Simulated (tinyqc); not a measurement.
From line energy E back to dislocation density rho: straight dislocations in isotropic elasticity: fields, energies, partials, Peierls stress and walls. Computed by tinyqc, a small Python program. Command: `OMP_NUM_THREADS=1 python tinyqc.py 3009382 3009383 out.jsonl disloc inv`. One thread of a shared host (Intel(R) Xeon(R) Processor @ 2.30GHz), about 0.01 s of CPU time with the checks.

The line runs along z, the glide plane is y = 0, and beta is the angle between b and the line (0 screw, 90 degrees edge): b_e = b sin(beta) along +x with the extra half plane at y > 0, b_s = b cos(beta). Stress is positive in tension.

Inputs (values chosen for the exercise, for a model fcc or diamond crystal):
```
quantity          value      unit
shear modulus G    21.2       GPa
Poisson ratio nu   0.37         -
Burgers vector b  2.582  angstrom
core radius r0/b    0.5         -
```

Character: edge.

Constants: 1 eV/angstrom^3 = 160.2176634 GPa.

Method. Energy factor K = G [cos^2(beta) + sin^2(beta)/(1 - nu)]. E = K b^2/(4 pi) ln(R/r0) with R = 1/(2 sqrt(rho)); tension T = E + d^2E/d(beta)^2 = G b^2 [1 + nu - 3 nu sin^2(beta)]/(4 pi (1 - nu)) ln(R/r0). The core energy is taken into r0.

Question. A run gave the result below. Find the dislocation density rho, known to lie between 1.5e+13 and 2.5e+13 1/m^2.

line energy E = 7.648695 eV/nm

Answer.

Each step takes the trial c = (a f_b - b f_a)/(f_b - f_a), f being the result less the target and a, b, c the logarithms of the listed values; c replaces end b, the old b replaces a if the sign of f changed, and otherwise f_a is halved.

Scan of the range:
```
dislocation density rho (1/m^2)  line energy E (eV/nm)
1.50e+13                                       7.69705
1.63e+13                                       7.65074
1.78e+13                                       7.60170
1.94e+13                                       7.55374
2.11e+13                                       7.50694
2.30e+13                                       7.45891
2.50e+13                                       7.41245
```

False position (Illinois rule, in the logarithm of the input) inside the bracket:
```
step     end a     end b        trial  line energy E (eV/nm)
1     1.63e+13  1.78e+13  1.63600e+13               7.648695
```

Line energy E falls at every point of a 13-point scan of the range (every second point is shown), so one value fits; it is bracketed by 1.63e13 and 1.78e13. Answer: dislocation density rho = 1.636e13 1/m^2.
